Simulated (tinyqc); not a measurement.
# Single-oscillator infrared dielectric function of a polar cubic crystal, step by step

A worked calculation. Computed by tinyqc, a small Python program that keeps every step. Command: `OMP_NUM_THREADS=1 python tinyqc.py 3012037 3012038 out.jsonl infrared walk`. One thread of a shared host (Intel(R) Xeon(R) Processor @ 2.30GHz), about 0.01 s of CPU time with the checks. Intermediate numbers are printed to about 5 digits and carried at full precision; extremes and crossings named in words are read from the listed rows.

One ion pair, charges +Z* and -Z*, in a cell of volume Omega = a^3/4. Frequencies omega are given as wavenumbers (1/cm); eps_s is the static dielectric constant.

Inputs (values chosen for the exercise, modelled on gallium arsenide):

| quantity | value | unit |
|---|---|---|
| lattice constant a | 5.653 | angstrom |
| mass M_A | 69.72 | u |
| mass M_B | 74.92 | u |
| omega_TO | 273 | 1/cm |
| Born charge Z* | 2.23 | e |
| eps_inf | 11 | - |
| phonon damping gamma | 2.9 | 1/cm |
| probe frequency / omega_TO | 0.727 | - |
| eps_m of the surrounding medium | 1 | - |

Structure: zinc blende. Free carriers: absent.

Constants: nu for 1 eV/(angstrom^2 u) = 15.6333042 THz; 1 THz = 33.35640952 1/cm; e^2/(4 pi eps_0) = 14.39964548 eV angstrom.

## LO frequency and static constant from the Born charge

mu = M_A M_B/(M_A + M_B); ionic plasma term W^2 = 4 pi Z*^2 (e^2/(4 pi eps_0))/(Omega mu) in eV/(angstrom^2 u), turned into 1/cm by W = 15.6333042 x 33.35640952 x sqrt(W^2); omega_LO^2 = omega_TO^2 + W^2/eps_inf; eps_s = eps_inf + W^2/omega_TO^2; Szigeti charge 3 Z*/(eps_inf + 2); longitudinal (Callen) charge Z*/eps_inf.

reduced mass mu = 36.113 u

W = 387.34 1/cm

omega_LO = 296.93 1/cm

eps_s = 13.013

Szigeti charge = 0.51462 e

Callen charge = 0.20273 e

omega_LO/omega_TO = 1.088; the ions supply 15 % of eps_s.

## Optical constants at the probe frequency

eps(omega) = eps_inf + W^2/(omega_TO^2 - omega^2 - i gamma omega); n + i k = sqrt(eps) with k >= 0; R = |(n + i k - 1)/(n + i k + 1)|^2 at normal incidence from vacuum. omega is the probe ratio times omega_TO. Intensity decays over 1/(4 pi omega k); the loss function is Im(-1/eps).

omega = 198.471 1/cm

Re eps = 15.269

Im eps = 0.069921

n = 3.9075

k = 0.0089469

reflectivity R = 0.35101

penetration depth of the intensity = 448.15 micrometre

loss function = 2.9991e-04

Re eps is positive and k is small against n: the wave propagates.

## Spectrum around the optical phonon

The loss function is Im(-1/eps).

Spectrum:

| omega (1/cm) | Re eps | Im eps | R | Im(-1/eps) |
|---|---|---|---|---|
| 136 | 13.677 | 0.018846 | 0.32984 | 1.0074e-04 |
| 232 | 18.239 | 0.23522 | 0.38510 | 7.0698e-04 |
| 265 | 44.782 | 6.0319 | 0.54987 | 0.0029542 |
| 273 | 11 | 189.51 | 0.80992 | 0.0052591 |
| 279 | -31.749 | 10.443 | 0.89907 | 0.0093490 |
| 285 | -11.070 | 2.7242 | 0.87698 | 0.020960 |
| 292 | -2.8897 | 1.0956 | 0.73174 | 0.11472 |
| 297 | 0.075952 | 0.68778 | 0.15443 | 1.4364 |
| 303 | 2.3399 | 0.44037 | 0.047761 | 0.077679 |
| 315 | 4.9331 | 0.22441 | 0.14400 | 0.0092027 |
| 341 | 7.4086 | 0.085063 | 0.21405 | 0.0015496 |
| 445 | 9.7852 | 0.012694 | 0.26576 | 1.3257e-04 |
| 742 | 10.685 | 0.0014246 | 0.28247 | 1.2479e-05 |

R peaks among these rows at 279 per cm with 0.90 and is lowest, 0.048, at 303; far above omega_LO it tends to ((sqrt(eps_inf) - 1)/(sqrt(eps_inf) + 1))^2 = 0.288. Im eps is largest at 273 and the loss function at 297: absorption marks the TO mode and the loss function the LO mode. Re eps is negative in some rows, where R averages 0.84.

## Surface and particle modes

Without damping, eps(omega) = -x eps_m gives omega^2 = omega_TO^2 (eps_s + x eps_m)/(eps_inf + x eps_m): x = 1 for a flat surface at large wave vector, x = 2 for the dipole mode of a small sphere. The reflectivity R for light from vacuum (not from the medium eps_m) vanishes where eps = 1, omega^2 = omega_TO^2 (eps_s - 1)/(eps_inf - 1).

surface mode = 295.01 1/cm

sphere mode = 293.38 1/cm

zero of R = 299.22 1/cm

Both modes lie between omega_TO and omega_LO, at 92 % and 85 % of the way up.

## Phonon polaritons

Transverse waves without damping obey Q^2 = omega^2 eps(omega), Q = wave vector/(2 pi) in 1/cm: eps_inf omega^4 - (eps_inf omega_LO^2 + Q^2) omega^2 + Q^2 omega_TO^2 = 0.

Branches (1/cm):

| Q | lower branch | upper branch | Q/sqrt(eps_s) | Q/sqrt(eps_inf) |
|---|---|---|---|---|
| 98 | 27.15 | 297.2 | 27.2 | 29.5 |
| 300 | 82.52 | 299.2 | 83.2 | 90.5 |
| 590 | 157.58 | 308.2 | 163.6 | 177.9 |
| 980 | 230.71 | 349.6 | 271.7 | 295.5 |
| 1500 | 260.33 | 474.3 | 415.8 | 452.3 |
| 2500 | 269.32 | 764.1 | 693.0 | 753.8 |
| 4900 | 272.12 | 1482.2 | 1358.3 | 1477.4 |
| 9800 | 272.79 | 2957.1 | 2716.7 | 2954.8 |

The lower branch starts as light slowed by sqrt(eps_s) (0.999 of that line) and ends at 0.999 omega_TO; the upper starts at 1.001 omega_LO and ends at 1.001 of the light line with eps_inf. No branch lies between omega_TO and omega_LO.

Checks made by the program: Lyddane-Sachs-Teller relation eps_s/eps_inf = (omega_LO/omega_TO)^2 (relative difference below 1e-10).
